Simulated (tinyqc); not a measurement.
Free and nearly free electrons in a metal: one step. Relaxation time and mean free path. Three cases, with inputs chosen for the exercise.

Question. Use SI units: n in 1/m^3 (1e30 per 1/angstrom^3), rho in ohm m (1e-8 per micro-ohm cm).

Drude: 1/rho = n e^2 tau/(m m0) with e = 1.602176634e-19 C and m0 = 9.1093837e-31 kg; mean free path l = vF tau; rho l = hbar kF/(n e^2) = 12 pi^3 hbar/(e^2 S) with S = 4 pi kF^2 does not depend on tau or m.

Case 1.

Values chosen (out of a larger set: near those of Cu, whose d bands this model ignores; not measured data): m = 1.57 m0 (mass); rho = 1.83 micro-ohm cm (bulk resistivity).

n = 0.0850234 1/angstrom^3
vF = 1.00309e+06 m/s

Case 2.

Values chosen (out of a larger set: near those of Al; not measured data): m = 1.55 m0 (mass); rho = 2.96 micro-ohm cm (bulk resistivity).

n = 0.1834803 1/angstrom^3
vF = 1.31298e+06 m/s

Case 3.

Values chosen (out of a larger set: near those of Li; not measured data): m = 1.12 m0 (mass); rho = 10.54 micro-ohm cm (bulk resistivity).

n = 0.0479090 1/angstrom^3
vF = 1.16140e+06 m/s

Give: tau; l; rho l.

Answer.

Case 1.

tau = 35.81 fs
l = 35.92 nm
rho l = 6.573 1e-16 ohm m^2

Wires lose conductivity to surfaces and grain boundaries, with an excess that scales as rho l over the width and is of the order of rho itself at a width of l = 36 nm.

Case 2.

tau = 10.13 fs
l = 13.30 nm
rho l = 3.936 1e-16 ohm m^2

Wires lose conductivity to surfaces and grain boundaries, with an excess that scales as rho l over the width and is of the order of rho itself at a width of l = 13 nm.

Case 3.

tau = 7.87 fs
l = 9.14 nm
rho l = 9.635 1e-16 ohm m^2

Wires lose conductivity to surfaces and grain boundaries, with an excess that scales as rho l over the width and is of the order of rho itself at a width of l = 9 nm.

Computed by tinyqc, one run a case: `OMP_NUM_THREADS=1 python tinyqc.py N N+1 out.jsonl` with N = 1681855, 1682215, 1682242; one thread of a shared Intel(R) Xeon(R) Processor @ 2.30GHz, about 0.01 s a run at most.
